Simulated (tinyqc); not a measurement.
# Free and trapped electrons in a MOS channel with a dense trap tail: effects of single changes

p-type body, charge-sheet picture, full ionisation (an idealisation for deep acceptors), Boltzmann statistics for free electrons. e = Ec - EF at the surface. Acceptor-like traps of density D(E) = D0 + De exp(-E/Ew) at depth E below Ec, from 0 to Eu, hold n_t = integral of D(E)/(1 + exp((e - E)/Vt)). psi = Eg - Vt ln(Nv/Na) - e; N_dep = sqrt(2 eps0 eps_r Na (psi - Vt)/q); n_f = sqrt(N_dep^2 + 2 eps0 eps_r Vt Nc exp(-e/Vt)/q) - N_dep; Vg = Vfb + psi + q (N_dep + n_t + n_f)/Cox, Cox = eps0 eox/tox.

Values chosen for this exercise; band and dielectric values close to those of 4H silicon carbide: temperature T = 250 K; band gap Eg = 3.24 eV; relative permittivity eps_r = 9.53; conduction-band density of states at T Nc = 1.3e19 cm^-3; valence-band density of states at T Nv = 1.92e19 cm^-3; relative permittivity of the insulator eox = 3.9; insulator thickness tox = 46 nm; acceptor density Na = 5.1e15 cm^-3; flat-band voltage without trapped charge Vfb = -2.72 V; constant background density of acceptor-like traps D0 = 1e11 cm^-2 eV^-1; density of the tail at the conduction edge De = 1.4e13 cm^-2 eV^-1; decay energy of the tail Ew = 0.11 eV; depth below Ec down to which the traps reach Eu = 0.79 eV; mobility of free electrons mf = 66 cm^2/(V s).

Constants: q = 1.602176634e-19 C, kB = 1.380649e-23 J/K, Vt = kB T/q, eps0 = 8.8541878128e-14 F/cm where lengths are in cm. Results are converted to the units shown.

Each table varies one quantity; the others keep the values above.

## Free and trapped charge against gate voltage

Free share n_f/(n_f + n_t); swing ln 10 n_f/(dn_f/dVg); field-effect mobility mf q (dn_f/dVg)/Cox, for a constant mf; oxide field q (N_dep + n_t + n_f)/(eps0 eox).

Free and trapped charge against gate voltage:
```
Vg (V)	e (eV)	n_f (cm^-2)	n_t (cm^-2)	free share (%)	swing (mV/decade)	field-effect mobility (cm^2/(V s))	oxide field (MV/cm)
1.1	0.3291	8.981e5	1.273e11	7.052e-4	147.6	0.001974	0.2362
2.1	0.1470	4.041e9	4.940e11	0.8114	504.6	2.598	0.4140
3.1	0.08048	8.016e10	8.507e11	8.612	1253	20.76	0.6169
4.1	0.04822	2.885e11	1.094e12	20.88	2567	36.46	0.8273
5.2	0.02618	6.159e11	1.270e12	32.66	4285	46.62	1.062
6.2	0.01157	9.702e11	1.376e12	41.35	5958	52.82	1.276
7.2	-2.821e-5	1.361e12	1.447e12	48.47	7733	57.10	1.491
8.2	-0.009565	1.778e12	1.495e12	54.32	9618	59.94	1.706
9.2	-0.01760	2.210e12	1.526e12	59.15	1.160e4	61.79	1.922
```

n_f reaches 1e11 cm^-2 at Vg = 3.23 V, against 1.33 V without traps. The free share rises from 7.05e-4 to 59.2 % and the field-effect mobility rises from 0.00197 to 61.8 cm^2/(V s), although mf = 66 is constant: in the last row 93.6 % of Cox dVg goes into free electrons. The swing in the first row is 148 mV a decade (Vt ln 10 = 49.6). For Vg = 5.2, 6.2, 7.2, 8.2, 9.2 EF lies less than 2 Vt below the band edge, or above it, where degeneracy and confinement, left out, matter.

## Effect of the acceptor density

Vfb is held fixed. VT is the Vg for n_f = 1e11 cm^-2; swing ln 10 n_f/(dn_f/dVg) at n_f = 1e8 cm^-2; the last three columns are for Vg = VT + 3.7 V, with free share n_f/(n_f + n_t) and field-effect mobility mf q (dn_f/dVg)/Cox; there EF is near the band edge, where Boltzmann statistics are rough.

Result of one run:
```
Na (cm^-3)	e at VT (eV)	VT (V)	q n_t/Cox at VT (V)	swing (mV/decade)	n_f (cm^-2)	free share (%)	field-effect mobility (cm^2/(V s))
3e16	0.05740	4.801	2.179	318.2	1.323e12	47.04	59.04
```

What becomes of these results when the acceptor density Na is changed from 3e16 to 1e16 cm^-3, all else the same?

Result of the changed run:
```
Na (cm^-3)	e at VT (eV)	VT (V)	q n_t/Cox at VT (V)	swing (mV/decade)	n_f (cm^-2)	free share (%)	field-effect mobility (cm^2/(V s))
1e16	0.06859	3.696	1.997	286.1	1.278e12	46.80	57.19
```

The whole series:
```
Na (cm^-3)	e at VT (eV)	VT (V)	q n_t/Cox at VT (V)	swing (mV/decade)	n_f (cm^-2)	free share (%)	field-effect mobility (cm^2/(V s))
1e15	0.09009	2.484	1.679	235.4	1.194e12	46.28	53.82
2e15	0.08401	2.747	1.765	248.9	1.218e12	46.45	54.71
6e15	0.07364	3.329	1.918	273.3	1.258e12	46.70	56.35
1e16	0.06859	3.696	1.997	286.1	1.278e12	46.80	57.19
3e16	0.05740	4.801	2.179	318.2	1.323e12	47.04	59.04
8e16	0.04714	6.344	2.353	353.5	1.368e12	47.33	60.59
2e17	0.03741	8.557	2.520	394.9	1.411e12	47.69	61.79
5e17	0.02759	11.95	2.687	447.9	1.455e12	48.10	62.65
```

As Na goes from 1e15 to 5e17, VT rises from 2.48 to 12.0 V, its part due to traps rises from 1.68 to 2.69 V, the swing rises from 235 to 448 mV/decade and the field-effect mobility rises from 53.8 to 62.6 cm^2/(V s). Most of the rise of VT is depletion charge; the trap part grows since the same n_f needs EF nearer the band edge at heavier doping. For Na = 2e17, 5e17 e is under 2 Vt already at VT, so VT too is rough.

Computed by the program tinyqc: `OMP_NUM_THREADS=1 python tinyqc.py 2222049 2222050 out.jsonl`, one thread of a shared Intel Xeon 2.30GHz, about 0.02 s for the whole run.
